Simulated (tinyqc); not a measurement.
Worked calculation: six-band hole subbands of a thin body in a field. Values are carried at full precision from step to step, so a last printed digit may differ when a step is redone from the rounded ones.

Constants: hbar^2/2m0 = 3.80998211 eV angstrom^2.

Inputs chosen for the exercise (near those of a p-type Si channel; not measured data): S = (7.82, -2.12, 12.57) 1/TPa (compliances s11, s12, s44); sx = 1 GPa (stress along the channel [1-10], negative in compression); b = -2.11 eV (tetragonal potential); d = -4.8 eV (trigonal potential); g1 = 4.28 (Luttinger gamma1); g2 = 0.34 (gamma2); g3 = 1.44 (gamma3); face = 111 (surface); Dso = 0.043 eV (spin-orbit splitting); t = 65 angstrom (body thickness); F = 0 MV/cm (field across the body); kmax = 0.06 1/angstrom (end of the path).

## Strain and its block

exx = eyy = (s11 + s12) sx/2, ezz = s12 sx, exy = -s44 sx/4 (1 GPa/TPa = 1e-3). With e0 the traceless part, B_XX = 2b e0xx - b (e0yy + e0zz) and B_XY = sqrt(3) d exy.

strain, rows x, y, z and columns alike:
```
[[0.002850, -0.003142, 0],
 [-0.003142, 0.002850, 0],
 [0, 0, -0.002120]]
```

B (eV), rows X, Y, Z and columns alike:
```
[[-0.01049, 0.02613, 0],
 [0.02613, -0.01049, 0],
 [0, 0, 0.02097]]
```

## Confinement masses without spin-orbit coupling

C(n n^T)/c has C_XX = (g1 + 4 g2) nx^2 + (g1 - 2 g2)(ny^2 + nz^2) and C_XY = 6 g3 nx ny, n the unit normal; its eigenvalues are the inverse masses along n.

C(n n^T)/c, rows X, Y, Z and columns alike:
```
[[4.2800, 2.8800, 2.8800],
 [2.8800, 4.2800, 2.8800],
 [2.8800, 2.8800, 4.2800]]
```

masses (m0): [0.7143, 0.7143, 0.0996]

## The matrix for one sine at q = 0

Basis X, Y, Z times spin, hole energies counted downwards from the unstrained edge (the hydrostatic shift is left out), c = hbar^2/2m0. For a symmetric tensor T let C(T) have C_XX = L Txx + M (Tyy + Tzz), C_XY = N Txy (cyclic), L = c (g1 + 4 g2), M = c (g1 - 2 g2), N = 6 c g3. k = q + kz n, n the unit normal, q = k1 u + k2 v with u along the channel [1-10] and v = n x u. H = C(k k^T) + (Dso/3)(1 - L.sigma) - B + e F z with (L_k)_ij = -i epsilon_kij; B is the block C built from the traceless strain with 2b, -b and sqrt(3) d in place of L, M, N. Strain: exx = eyy = (s11 + s12) sx/2, ezz = s12 sx, exy = -s44 sx/4. Hard walls at z = 0 and t; basis sin(j pi z/t), j = 1 to Nz: kz^2 = (j pi/t)^2, kz = -i D with D_jl = 4 j l/(t (j^2 - l^2)), z_jj = t/2 and z_jl = -8 t j l/(pi (j^2 - l^2))^2 for j + l odd; 1 MV/cm = 0.01 eV/angstrom.

Nz = 1, in meV.

H (meV), rows X+, Y+, Z+, X-, Y-, Z- and columns alike:
```
[[62.91, -0.49+14.33i, 25.63, 0, 0, -14.33],
 [-0.49-14.33i, 62.91, 25.63, 0, 0, 14.33i],
 [25.63, 25.63, 31.45, 14.33, -14.33i, 0],
 [0, 0, 14.33, 62.91, -0.49-14.33i, 25.63],
 [0, 0, 14.33i, -0.49+14.33i, 62.91, 25.63],
 [-14.33, -14.33i, 0, 25.63, 25.63, 31.45]]
```

## Its levels

Diagonalise; the levels come in pairs. Give each pair and its weights on X, Y, Z, summed over spin and averaged over the pair.

levels (meV): [2.64, 57.27, 97.36]

weights, rows X, Y, Z; columns pair 1, pair 2, pair 3:
```
[[0.169, 0.460, 0.371],
 [0.169, 0.460, 0.371],
 [0.662, 0.079, 0.258]]
```

## More sines

The four lowest pairs at q = 0.

Hole energies (meV):
```
Nz  pair 1  pair 2  pair 3  pair 4
1     2.64   57.27   97.36       -
2     2.64   41.13   57.27   97.36
4     2.64   41.13   57.27   97.36
8     2.64   41.13   57.27   97.36
16    2.64   41.13   57.27   97.36
```

One sine is exact for the top subband, since without a field nothing joins different j at q = 0. The second pair lies 38.5 meV deeper.

## Dispersion of the top subband

Nz = 14; the two lowest levels (spin-split where the field breaks inversion), in meV from their value at q = 0.

Energies (meV):
```
|q| (1/angstrom)    u a    u b    v a    v b
0.015              1.78   1.78   5.79   5.79
0.030              7.15   7.15  22.85  22.85
0.045             16.04  16.04  49.60  49.60
0.060             27.66  27.66  61.73  61.73
```

From the mean of each pair in the first row, c q^2/E gives 0.48 m0 along u and 0.15 m0 along v. Without a field each pair stays degenerate. These masses hold for the first row only: the band bends further out.

## Checks

- Top level at q = 0 on (001) without field and stress against c (g1 - 2 g2)(pi/t)^2, eV: both 0.03204.
- Hermiticity, and E(q) against E(-q): they agree to 1e-10 or better.

Computed by tinyqc, a small Python program: `OMP_NUM_THREADS=1 python tinyqc.py 1252293 1252294 out.jsonl` (the numbers bound the seed that draws the inputs); one thread of a shared host (Intel(R) Xeon(R) Processor @ 2.30GHz), about 0.3 s for the whole set of steps.
